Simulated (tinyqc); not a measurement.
Changing the roughness sigma: sputter depth profiling of a dopant layer: erosion rate, quantification and the mixing-roughness response. Computed by tinyqc, a small Python program. Command: `OMP_NUM_THREADS=1 python tinyqc.py 3006970 3006971 out.jsonl sims sweep`. One thread of a shared host (Intel(R) Xeon(R) Processor @ 2.30GHz), about 0.1 s of CPU time with the checks.

A rastered ion beam erodes silicon (49.94 atoms per nm^3). The measured profile is the true one convolved with a depth response.

Inputs (values chosen for the exercise, modelled on a dopant in silicon under an oxygen or caesium beam):
```
quantity                               value    unit
beam energy E                            0.6     keV
beam current                              64      nA
raster side                              250      um
sputter yield at 1 keV                   1.5       -
mixing length at 1 keV                     2      nm
depth of the top edge z0                  57      nm
box width b                              2.2      nm
box concentration C                  2.3e+18  1/cm^3
relative sensitivity factor RSF        3e+20  1/cm^3
matrix count rate                     790000     1/s
background count rate                    8.6     1/s
counting time per point                    2       s
level that defines the junction C_B    8e+16  1/cm^3
```

True profile: box.

Constants: e = 1.602176634e-19 C.

Method:
- Scaling chosen for the exercise: yield Y = Y1 E^0.5, mixing length w = w1 E^0.5 (E in keV).
- Erosion rate = Y I/(e x raster^2 x density); depth step = rate x counting time; concentration = RSF x counts/matrix counts; detection limit = RSF x 3 sqrt(background x time)/(matrix rate x time).
- Mixing alone turns a layer at z0 into (1/w) exp(-(z - z0 + w)/w) for z > z0 - w; roughness adds a Gaussian of width sigma. With x = z - z0 + w: g(x) = (1/(2w)) exp(sigma^2/(2 w^2) - x/w) erfc((sigma/w - x/sigma)/sqrt2), and its integral G(x) = (1/2) erfc(-x/(sigma sqrt2)) - w g(x). Measured: C [G(x) - G(x - b)].
- Find the maximum, the full width at half maximum and the deep point where the profile falls to C_B; far down, the trailing edge decays by w ln(10) per decade.
- Convolution adds means and variances: the response has mean 0 (shift -w plus exponential mean w) and variance w^2 + sigma^2; a box adds the mean b/2 and the variance b^2/12.

One run for each value; columns: (1) roughness sigma (nm); (2) full width at half maximum (nm); (3) peak concentration (1/cm^3); (4) maximum minus centroid (nm); (5) apparent junction depth (nm):
```
(1)      (2)         (3)       (4)     (5)
0.15   2.639  1.6723e+18  -0.53980  62.433
0.24   2.705  1.6271e+18  -0.58022  62.444
0.38   2.823  1.5540e+18  -0.62232  62.472
0.61   3.089  1.4276e+18  -0.63741  62.545
0.98   3.677  1.2229e+18  -0.56879  62.735
1.60   4.872  9.4633e+17  -0.42322  63.248
2.50   6.770  6.9295e+17  -0.27843  64.298
4.00  10.080  4.6968e+17  -0.15424  66.206
```

Over the rows, full width at half maximum (nm) rises from 2.64 to 10.1 (exponent d ln y / d ln x 0.053 between the first rows and 0.85 between the last); peak concentration (1/cm^3) falls from 1.67e18 to 4.70e17 (exponent d ln y / d ln x -0.058 between the first rows and -0.83 between the last); maximum minus centroid (nm) goes from -0.540 through a minimum among these rows, -0.637 at 0.610, to -0.154. Roughness broadens both edges and makes the response more symmetric; far down the tail the slope stays w ln(10).

Extremes, crossings and ranges named in words are read from the listed rows.
